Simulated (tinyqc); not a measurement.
Tunnelling through a two-layer gate stack, WKB transmission and Tsu-Esaki current: two steps of the calculation.

Electrons leave the emitter at x = 0. Energies E (motion across the layers) are in eV from the emitter Fermi level; the collector Fermi level lies at -V and offers states at every E. No charge in the dielectric and no image force: F1 = V/(t1 + t2 eps1/eps2), F2 = F1 eps1/eps2; U = phi1 - F1 x in layer 1 and phi2 - F1 t1 - F2 (x - t1) in layer 2. With C = hbar^2/(2 m0), kappa = sqrt(m (U - E)/C) where U > E and 0 elsewhere; T(E) = exp(-S), S = 2 times the integral of kappa over x.

Inputs (values chosen for the exercise); layer 1 close to silicon dioxide, layer 2 close to aluminium oxide: barrier of layer 1 above the emitter Fermi level at zero bias phi1 = 3.2 eV; tunnelling mass of layer 1 m1 = 0.48 m0; thickness of layer 1 t1 = 1 nm; relative permittivity of layer 1 eps1 = 4.08; barrier of layer 2 at zero bias phi2 = 2.5 eV; tunnelling mass of layer 2 m2 = 0.4 m0; thickness of layer 2 t2 = 4 nm; relative permittivity of layer 2 eps2 = 9.09; voltage across the dielectric V = 1.1 V; energy of the electron followed E = 0 eV.

Constants: q = 1.602176634e-19 C, hbar = 1.054571817e-34 J s, m0 = 9.1093837015e-31 kg, hbar^2/(2 m0) = 0.0380998212 eV nm^2. Results are converted to the units shown.

Question 1. Fields and band edges. F1 = V/(t1 + t2 eps1/eps2), F2 = F1 eps1/eps2; U = phi1 - F1 x in layer 1 and phi2 - F1 t1 - F2 (x - t1) in layer 2. EOT = 3.9 (t1/eps1 + t2/eps2).

Wanted: F1; F2; U at the end of layer 1; U at the start of layer 2; U at the end of layer 2; EOT.

Answer 1.

F1 = 3.935 MV/cm
F2 = 1.766 MV/cm
U at the end of layer 1 = 2.806 eV
U at the start of layer 2 = 2.106 eV
U at the end of layer 2 = 1.400 eV
EOT = 2.672 nm

Question 2. WKB exponent in closed form. Each layer adds (2/F) sqrt(m/C) [G(u at its left edge) - G(u at its right edge)] to S, with u = U - E (0 where negative) and G(u) = (2/3) u^1.5. The slope follows from 1/d = -dS/dE.

Give: S; T(E); energy d over which T(E) grows by a factor e.

Answer 2.

S = 46.56
T(E) = 5.990e-21
energy d over which T(E) grows by a factor e = 0.08412 eV

The midpoint rule gives S = 46.571, so its T(E) is 0.68 % below this value. The band edge stays above E through the whole stack: direct tunnelling through a trapezoid.

Program tinyqc, `OMP_NUM_THREADS=1 python tinyqc.py 2540114 2540115 out.jsonl`; Intel Xeon 2.30GHz, shared host, one thread, about 0.04 s.
